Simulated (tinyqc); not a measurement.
Finite-difference solution of the diffusion equation on a small grid: one step, computed by the program tinyqc. Command: `OMP_NUM_THREADS=1 python tinyqc.py 3002314 3002315 out.jsonl fdiff walk`. One thread of a shared host (Intel(R) Xeon(R) Processor @ 2.30GHz), about 0.01 s of CPU time with the checks.

dC/dt = D d2C/dx2 on nodes x_j = j dx, j = 0..9; the far end is sealed.

Question. Amplification factors. The mode of M with eigenvalue mu has its amplitude multiplied per step by g = (1 + (1 - theta) r mu)/(1 - theta r mu), with theta = 0 explicit, 1 implicit, 1/2 Crank-Nicolson; the explicit scheme is stable for r up to 2/|mu_min|.

Boundary at x = 0: surface loss. Scheme: Crank-Nicolson.

operator M:
```
           0          1          2          3          4          5          6          7
0  -2.183333   2.000000   0.000000   0.000000   0.000000   0.000000   0.000000   0.000000
1   1.000000  -2.000000   1.000000   0.000000   0.000000   0.000000   0.000000   0.000000
2   0.000000   1.000000  -2.000000   1.000000   0.000000   0.000000   0.000000   0.000000
3   0.000000   0.000000   1.000000  -2.000000   1.000000   0.000000   0.000000   0.000000
4   0.000000   0.000000   0.000000   1.000000  -2.000000   1.000000   0.000000   0.000000
5   0.000000   0.000000   0.000000   0.000000   1.000000  -2.000000   1.000000   0.000000
6   0.000000   0.000000   0.000000   0.000000   0.000000   1.000000  -2.000000   1.000000
7   0.000000   0.000000   0.000000   0.000000   0.000000   0.000000   1.000000  -2.000000
8   0.000000   0.000000   0.000000   0.000000   0.000000   0.000000   0.000000   1.000000
9   0.000000   0.000000   0.000000   0.000000   0.000000   0.000000   0.000000   0.000000

           8          9
0   0.000000   0.000000
1   0.000000   0.000000
2   0.000000   0.000000
3   0.000000   0.000000
4   0.000000   0.000000
5   0.000000   0.000000
6   0.000000   0.000000
7   1.000000   0.000000
8  -2.000000   1.000000
9   2.000000  -2.000000
```

mesh ratio r = 0.5472

Give: eigenvalues mu of M; factors g; largest stable r of the explicit scheme.

Answer.

eigenvalues mu of M: -4.014  -3.900  -3.553  -3.020  -2.368  -1.673  -1.020  -0.488  -0.140  -0.008

factors g: -0.0468  -0.0325  0.0142  0.0951  0.2138  0.3720  0.5636  0.7644  0.9263  0.9957

largest stable r of the explicit scheme = 0.4983

The smallest factor is -0.047: the shortest waves flip sign at each step while they decay.
